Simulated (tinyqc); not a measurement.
Bowing of the band edge from disorder: coherent potential approximation for a binary alloy with a semi-elliptic band.

Site levels eA = -x d (share 1 - x) and eB = (1 - x) d (share x), so that their mean, the virtual crystal, is 0. Pure band: G0(z) = 2 (z - sqrt(z - W) sqrt(z + W))/W^2 with principal roots, density -Im G/pi per site. The medium has a self-energy S(z), G = G0(z - S), z = E + i eta. t_i = (e_i - S)/(1 - (e_i - S) G); the CPA demands <t> = (1 - x) tA + x tB = 0. Iteration: start at S = 0, set S(new) = S + <t>/(1 + <t> G), stop when |<t>| < 1e-9 eV.

Inputs chosen for the exercise: W = 2.2 eV (half width of the pure band); d = 3.37 eV (eB - eA).

For eta = 0 the CPA reads G = (1 - x)/(y - eA) + x/(y - eB) with y = E - W^2 G/4; the lower edge is the maximum of E(y) = y + W^2 G(y)/4 for y < eA. The virtual crystal puts it at -W. Second order: -W - 2 x (1 - x) d^2/W, from S = x (1 - x) d^2 G0(-W), G0(-W) = -2/W.

Lower edge (eV):
```
x        edge  edge + W  second order  (edge + W)/(x (1 - x))
0.05  -2.3264   -0.1264       -0.4904                 -2.6613
0.10  -2.4515   -0.2515       -0.9292                 -2.7945
0.25  -2.8177   -0.6177       -1.9358                 -3.2943
0.40  -3.1666   -0.9666       -2.4779                 -4.0275
0.50  -3.3863   -1.1863       -2.5811                 -4.7450
0.60  -3.5916   -1.3916       -2.4779                 -5.7985
0.75  -3.8585   -1.6585       -1.9358                 -8.8454
0.90  -4.0211   -1.8211       -0.9292                -20.2339
0.95  -4.0108   -1.8108       -0.4904                -38.1229
```

second-order coefficient = -10.3245 eV

Disorder pushes the edge below the virtual crystal, most at x = 0.9 (-1821 meV). The coefficient runs from -2.661 at x = 0.05 to -38.123 eV at 0.95, against -10.324 in second order, which is only a guide at d/W = 1.53: it depends strongly on x and is largest in size where the low-lying A atoms are dilute and act as attractive impurities. For d above W/2 they bind a level, and the ratio then measures that level rather than bowing.

tinyqc: `OMP_NUM_THREADS=1 python tinyqc.py 1480586 1480587 out.jsonl`; about 0.02 s, one thread, shared Intel(R) Xeon(R) Processor @ 2.30GHz.
